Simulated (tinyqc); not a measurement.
From results back to parameters: one-oscillator model of a band gap. Three cases, with inputs chosen for the exercise.

Problem. A gap follows E(T) = E0 - s1 t1/(exp(t1/T) - 1) with the zero-point term ZP = s1 t1/2, which scales as M^(-1/2). The shift of E0 on going from M to M + dM and the limiting slope at high T are given.

Case 1.

Values chosen (out of a larger set: near those of GaAs; not measured data): M = 72.19 u (mean atomic mass); dM = -2.69 u (change of the mean mass (not bounded by the natural isotopes)).

shift of E0 = -0.919355 meV
limiting slope s1 = 0.438 meV/K

Case 2.

Values chosen (out of a larger set: near those of GaAs; not measured data): M = 72.42 u (mean atomic mass); dM = 1.55 u (change of the mean mass (not bounded by the natural isotopes)).

shift of E0 = 0.655070 meV
limiting slope s1 = 0.484 meV/K

Case 3.

Values chosen (out of a larger set: near those of InP; not measured data): M = 72.77 u (mean atomic mass); dM = 2.82 u (change of the mean mass (not bounded by the natural isotopes)).

shift of E0 = 0.857346 meV
limiting slope s1 = 0.381 meV/K

Find: sqrt(M/(M + dM)); ZP; t1.

Solution. The shift is ZP (1 - sqrt(M/(M + dM))); then t1 = 2 ZP/s1.

Case 1.

sqrt(M/(M + dM)) = 1.019169
ZP = 47.96 meV
t1 = 219 K

Case 2.

sqrt(M/(M + dM)) = 0.989467
ZP = 62.19 meV
t1 = 257 K

Case 3.

sqrt(M/(M + dM)) = 0.981169
ZP = 45.53 meV
t1 = 239 K

Computed by tinyqc, one run a case: `OMP_NUM_THREADS=1 python tinyqc.py N N+1 out.jsonl` with N = 1881091, 1881126, 1881131; one thread of a shared Intel(R) Xeon(R) Processor @ 2.30GHz, about 0.01 s a run at most.
